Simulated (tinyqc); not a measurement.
Minority-electron transport through the base of a bipolar transistor (Moll-Ross and Kroemer integrals). Changing the doping ratio N_0/N(W). Computed by tinyqc, a small Python program. Command: `OMP_NUM_THREADS=1 python tinyqc.py 3009532 3009533 out.jsonl base sweep`. One thread of a shared host (Intel(R) Xeon(R) Processor @ 2.30GHz), about 0.01 s of CPU time with the checks.

Low injection, one dimension, x from the emitter edge (0) to the collector edge (W), s = x/W. Recombination is treated as a small correction (valid for tau_B well below tau_n), computed from the stored charge.

Inputs (values chosen for the exercise, modelled on SiGe):
```
quantity                                     value        unit
intrinsic density n_i at the emitter edge  7.5e+10      1/cm^3
base doping at the emitter edge N_0        1.1e+18      1/cm^3
base width W                                    44          nm
mu_min                                         140  cm^2/(V s)
mu_max                                        1060  cm^2/(V s)
N_ref                                      1.8e+17      1/cm^3
saturation velocity v_s                       0.76    1e7 cm/s
electron lifetime tau_n                         11          ns
emitter Gummel number G_E                  6.2e+13      s/cm^4
base-emitter voltage V_BE                     0.59           V
temperature T                                  300           K
gap narrowing across the base dE_g              97         meV
```

Base doping profile: exponential. Gap grading: linear. Exit of the base: saturation velocity.

Constants: k_B = 8.617333262e-05 eV/K; e = 1.602176634e-19 C.

Method:
- N(x) = N_0 (ratio)^(-s); n_i(x)^2 = n_i^2 exp(s dE_g/k_B T); D(x) = (k_B T/e) mu, mu = mu_min + (mu_max - mu_min)/(1 + (N/N_ref)^0.7).
- Field that drives electrons towards the collector, averaged over the base: (k_B T/e) ln[N_0 n_i(W)^2/(N(W) n_i^2)]/W.
- With y(x) = N n_i^2/(D n_i(x)^2): base Gummel number G_B = int_0^W y dx + N(W) n_i^2/(v_s n_i(W)^2); J_C = e n_i^2 exp(e V_BE/k_B T)/G_B; n(x) = (J_C/e)(n_i(x)^2/(N n_i^2)) [int_x^W y dx + the same exit term]; transit time tau_B = (e/J_C) int n dx; trapezoid rule on 401 even points.
- Emitter-limited gain beta_E = G_E/G_B; recombination-limited gain beta_R = tau_n/tau_B; 1/beta = 1/beta_E + 1/beta_R; f_T from the base alone = 1/(2 pi tau_B).

One run for each value; columns: (1) doping ratio N_0/N(W); (2) base transit time tau_B (ps); (3) base Gummel number G_B (s/cm^4); (4) mean built-in field (kV/cm); (5) current gain beta:
```
(1)     (2)        (3)    (4)   (5)
1.5  0.5092  1.281e+11  24.43   473
3.4  0.3971  1.024e+11  29.24   593
7.9  0.3171  8.462e+10  34.19   717
18   0.2620  7.238e+10  39.03   839
41   0.2221  6.326e+10  43.86   961
95   0.1918  5.607e+10  48.80  1085
220  0.1688  5.036e+10  53.74  1208
500  0.1511  4.581e+10  58.56  1329
```

Over the rows, base transit time tau_B (ps) falls from 0.509 to 0.151 (exponent d ln y / d ln x -0.30 between the first rows and -0.13 between the last); base Gummel number G_B (s/cm^4) falls from 1.28e11 to 4.58e10 (exponent d ln y / d ln x -0.27 between the first rows and -0.12 between the last); mean built-in field (kV/cm) rises from 24.4 to 58.6 (exponent d ln y / d ln x 0.22 between the first rows and 0.10 between the last). A steeper profile adds a drift field and raises the mobility near the collector, at fixed N_0.

Caution (all rows): the mean velocity exceeds v_s, so drift-diffusion with a low-field mobility overstates the speed.
